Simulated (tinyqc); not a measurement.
# Precursor delivery by bubblers, mass-transport growth and the solid composition of a III-V alloy, step by step

A worked calculation. Computed by tinyqc, a small Python program that keeps every step. Command: `OMP_NUM_THREADS=1 python tinyqc.py 3003473 3003474 out.jsonl movpe_thermo walk`. One thread of a shared host (Intel(R) Xeon(R) Processor @ 2.30GHz), about 0.01 s of CPU time with the checks. Intermediate numbers are printed to about 7 digits and carried at full precision; extremes and crossings named in words are read from the listed rows.

1 sccm = 44.615 micromol/min; 1 torr = 133.322 Pa. The sources decompose fully at the surface.

Inputs (values chosen for the exercise, modelled on triethylgallium (source 1) and trimethylindium (source 2) for the vapour pressures):
```
quantity,value,unit
bath temperature T1,285,K
bath temperature T2,307,K
bubbler pressure p_b,1000,torr
carrier flow F1,160,sccm
carrier flow F2,230,sccm
total flow F_t,4.3,slm
group-V flow F_V,27,sccm
reactor pressure p,200,torr
growth temperature T,940,K
diffusivity at 273 K and 760 torr,0.46,cm^2/s
flow cross-section A,48,cm^2
distance from the leading edge z,11,cm
lattice constant a,5.96,angstrom
interaction L0 of the solid,11.4,kJ/mol
"log10 of p_B,eq over pure BC at 1000 K and 1 torr of group V (exaggerated: liquid indium has about -4.1)",-2.1,log10 torr
enthalpy of that equilibrium H,398,kJ/mol
```

Alloy: mixing on the group-III sites, with desorption of B.

constants a, b of source 1 (log10 torr, K): [8.098, 2162]

constants a, b of source 2 (log10 torr, K): [10.52, 3014]

Constants: k_B = 1.380649e-23 J/K; R = 8.314462618 J/(mol K).

## Bubblers

log10 p_v = a - b/T_bath; molar flow = F x 44.615 x p_v/(p_b - p_v) for a saturated bubbler.

vapour pressure 1 = 3.251136 torr

molar flow 1 = 23.28360 micromol/min

vapour pressure 2 = 5.039767 torr

molar flow 2 = 51.97727 micromol/min

One kelvin of bath error changes flow 1 by 6.1 % and flow 2 by 7.4 %.

## Partial pressures in the reactor

p_i = p n_i/(44615 F_t), F_t in slm; p_V = p F_V/(1000 F_t), counted per molecule supplied; V/III = 44.615 F_V/(n1 + n2); vapour fraction of source 2 = n2/(n1 + n2).

p_1 = 0.02427341 torr

p_2 = 0.05418687 torr

p_V = 1.255814 torr

V/III ratio = 16.00573

vapour fraction of source 2 = 0.6906280

## Mass transport

Mean velocity u = (F_t/A)(760/p)(T/273); D = D0 (T/273)^1.75 (760/p); boundary layer delta = sqrt(pi D z/u); flux = D dp/(delta k_B T); growth rate = flux x a^3/4.

velocity u = 19.53551 cm/s

D = 15.21355 cm^2/s

boundary layer delta = 5.187692 cm

growth rate per torr of group III = 57.40218 micrometre/(h torr)

Caution: the boundary layer is a quarter or more of the root of the cross-section, so it fills much of the channel and depletion along the flow matters.

## Solid composition

A sticks fully. B desorbs: its surface pressure is p_B* = x gamma_B K/sqrt(p_V), ln gamma_B = L0 (1 - x)^2/(R T), K = 10^(log10 K at 1000 K) exp[-(H/R)(1/T - 1/1000)], p_V in torr. With equal diffusivities x = (p_2 - p_B*)/(p_1 + p_2 - p_B*). Growth rate = rate per torr x p_1/(1 - x).

K/sqrt(p_V) = 3.338729e-04 torr

solid fraction x = 0.6895797

share of B incorporated, 1 - p_B*/p_2 = 0.9951099

growth rate = 4.488581 micrometre/h

Desorption is negligible: the solid copies the vapour.

## Incorporation against temperature

A sticks fully. B desorbs: its surface pressure is p_B* = x gamma_B K/sqrt(p_V), ln gamma_B = L0 (1 - x)^2/(R T), K = 10^(log10 K at 1000 K) exp[-(H/R)(1/T - 1/1000)], p_V in torr. With equal diffusivities x = (p_2 - p_B*)/(p_1 + p_2 - p_B*).

At fixed flows:
```
T (K),K/sqrt(p_V) (torr),x,"share of B incorporated, 1 - p_B*/p_2"
927,1.634681e-04,0.6901145,9.976004e-01
962,1.069919e-03,0.6872587,9.844002e-01
994,5.309462e-03,0.6733853,9.235591e-01
1018,1.652428e-02,0.6318229,7.687327e-01
1044,5.329682e-02,0.4372840,3.481057e-01
1070,1.623918e-01,0.1152346,5.834336e-02
1100,5.501039e-01,0.0300684,1.388692e-02
1142,2.725881e+00,0.0060544,2.728651e-03
```

x equals the vapour fraction 0.691 while gamma_B K/sqrt(p_V) is small against p_1 + p_2 = 0.078 torr and falls once it is not. Between the last rows the apparent energy R d ln x/d(1/T) is 399 kJ/mol, against H = 398.

Checks made by the program: the sensitivity to the bath against a difference (relative difference below 1e-10).
